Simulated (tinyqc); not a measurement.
# Threshold-voltage variability of a planar MOSFET, analytic estimates, step by step

Numbers from tinyqc (`OMP_NUM_THREADS=1 python tinyqc.py 2090155 2090156 out.jsonl`; about 0.01 s on one thread of a shared Intel Xeon 2.30GHz). Printed values are rounded.

Three independent sources add in quadrature: random dopants in the depleted layer, metal-gate grains of two orientations, and roughness of the two gate edges acting through the roll-off VT = VT(long) - Vr exp(-L/l). These are first-order estimates: no three-dimensional electrostatics, no percolation.

Values chosen for this exercise; material values close to those of germanium:
```
symbol     value   unit                                                 meaning
T            293      K                                             temperature
Eg         0.659     eV                                                band gap
eps_r       16.1                     relative permittivity of the semiconductor
Nc       9.94e18  cm^-3                  conduction-band density of states at T
Nv       5.84e18  cm^-3                     valence-band density of states at T
Na        1.7e18  cm^-3                                          channel doping
ti           1.5     nm                 oxide-equivalent thickness in inversion
L             65     nm                                             gate length
W             69     nm                                              gate width
G             15     nm                                        metal grain size
dW           0.3     eV  work-function difference of the two grain orientations
p            0.3               share of the orientation of higher work function
De           1.5     nm                          rms roughness of one gate edge
La            15     nm                     correlation length of the roughness
l             14     nm                  decay length of the threshold roll-off
Vr           2.7      V                               prefactor of the roll-off
n           1.19                                            subthreshold factor
gI             8    1/V                                  gm/I of a matched pair
sb           1.6      %                 spread of the gain factor of one device
Nb      33554432                                                number of cells
Y           0.41                                                   wanted yield
```

Constants: q = 1.602176634e-19 C, kB = 1.380649e-23 J/K, Vt = kB T/q, eps0 = 8.8541878128e-14 F/cm where lengths are in cm. Results are converted to the units shown.

Range of the model: gI s exceeds 0.2, so the linear formula for the current mismatch is only a rough guide.

## Random dopants

ni = sqrt(Nc Nv) exp(-Eg/(2 Vt)), Eg in volts; Cox = 3.9 eps0/ti; Wd = sqrt(4 eps0 eps_r Vt ln(Na/ni)/(q Na)); dopants: s1 = (q/Cox) sqrt(Na Wd/(3 L W)). The slope A1 = s1 sqrt(L W); mean number of dopants Na L W Wd.

Cox = 2.30209 uF/cm^2
Wd = 24.7088 nm
mean number of dopants = 188.392
A1 = 0.823527 mV um
s1 = 12.2969 mV

Counting alone, 1/sqrt(N) of the depletion voltage q Na Wd/Cox = 292 mV, would give sqrt(3) times more: dopants deep in the layer act less on the surface.

## Metal grains and edge roughness

Grains: Ng = L W/G^2 (at least 1), s2 = dW sqrt(p (1 - p)/Ng). Edges, with exponential correlation and u = W/La: the mean gate length has sL^2 = 2 De^2 (2/u)[1 - (1 - exp(-u))/u]; s3 = sL (Vr/l) exp(-L/l).

Ng = 19.9333
s2 = 30.7922 mV
sL = 1.23914 nm
dVT/dL = 1.85724 mV/nm
s3 = 2.30138 mV

## Total spread, mismatch and leakage

s = sqrt(s1^2 + s2^2 + s3^2). For a pair: s(dVT) = sqrt(2) s; current mismatch sqrt(2) sqrt((gI s)^2 + sb^2); input offset = current mismatch/gI. For a Gaussian VT the off current is log-normal with mean/median = exp(s^2/(2 (n Vt)^2)).

s = 33.2366 mV
s(dVT) = 47.0036 mV
current mismatch = 37.6709 %
input offset = 47.0887 mV
mean/median of Ioff = 1.84380

The grains give 85.8 % of the variance; without them s would be 12.5 mV. A current mismatch this large is beyond the linear estimate.

## Iteration 1: margin in standard deviations for the wanted yield

k at the start = 3

Cells fail independently with probability Q(k) = erfc(k/sqrt(2))/2 when the margin is k standard deviations, and Y = exp(-Nb Q(k)). phi = exp(-k^2/2)/sqrt(2 pi). Newton steps on ln Q(k) = ln(-ln(Y)/Nb): k(new) = k + [ln Q - ln(-ln(Y)/Nb)] Q/phi.

Q(k) = 0.00134990
phi = 0.00443185
k after iteration 1 = 6.30045

## Iteration 2: margin in standard deviations for the wanted yield

As before.

Q(k) = 1.48394e-10
phi = 9.57443e-10
k after iteration 2 = 5.49640

## Course of the iteration: margin in standard deviations for the wanted yield

Stop when k changes by less than 1e-9, or after 30 iterations.

Course of the iteration:
```
iteration        k  |change|
1          6.30045      3.30
2          5.49640     0.804
3          5.44073    0.0557
4          5.44046   2.68e-4
5          5.44046   6.23e-9
6          5.44046         0
```

Converged in 6 iterations. At the end the number of correct digits about doubles with each step. With s(dVT) = 47.0 mV, 5.44 standard deviations are 256 mV.
